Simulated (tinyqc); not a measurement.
Position of the support ring: thermal and gravitational stress in a wafer during furnace and rapid thermal processing, and the onset of slip. Computed by tinyqc, a small Python program. Command: `OMP_NUM_THREADS=1 python tinyqc.py 3008548 3008549 out.jsonl slip walk`. One thread of a shared host (Intel(R) Xeon(R) Processor @ 2.30GHz), about 0.01 s of CPU time with the checks.

A thin free disc in plane stress, isotropic; T(r) = T_centre + dT (r/R)^n. Stress is positive in tension; sigma_SB = 5.670374419e-8 W/(m^2 K^4), g = 9.80665 m/s^2.

Inputs (values chosen for the exercise, modelled on silicon):
```
quantity          value        unit
wafer radius R      100          mm
thickness t         725  micrometre
Poisson ratio nu   0.24           -
density rho        2330      kg/m^3
```

Method. Own weight q = rho g t on a ring of radius b R, x = r/R: moments of an edge-supported plate, M_r = q R^2 (3 + nu)(1 - x^2)/16 and M_t = q R^2 [(3 + nu) - (1 + 3 nu) x^2]/16, less the uniform moment inside the ring load, q R^2 [(1 - nu)(1 - b^2) - 2 (1 + nu) ln b]/8; stress at the lower face = 6 M/t^2.

Stress at the lower face (MPa):
```
b       centre  radial at ring  hoop at ring  largest in size
0.40  -0.30511        -0.36638      -0.33764          0.36638
0.50  -0.15814        -0.25387      -0.20896          0.25387
0.60  -0.03150        -0.16935      -0.10468          0.16935
0.65   0.02665        -0.13513      -0.05923          0.13513
0.70   0.08222        -0.10541      -0.01739          0.10541
0.75   0.13569        -0.07971       0.02134          0.13569
0.80   0.18745        -0.05763       0.05735          0.18745
0.90   0.28703        -0.02314       0.12237          0.28703
1.00   0.38293         0.00000       0.17964          0.38293
```

Among these rows the largest stress is least, 0.105 MPa, for a ring at 0.7 R, 3.6 times below edge support: the overhang balances the sag of the centre. All values scale as R^2/t.

Extremes, crossings and ranges named in words are read from the listed rows.
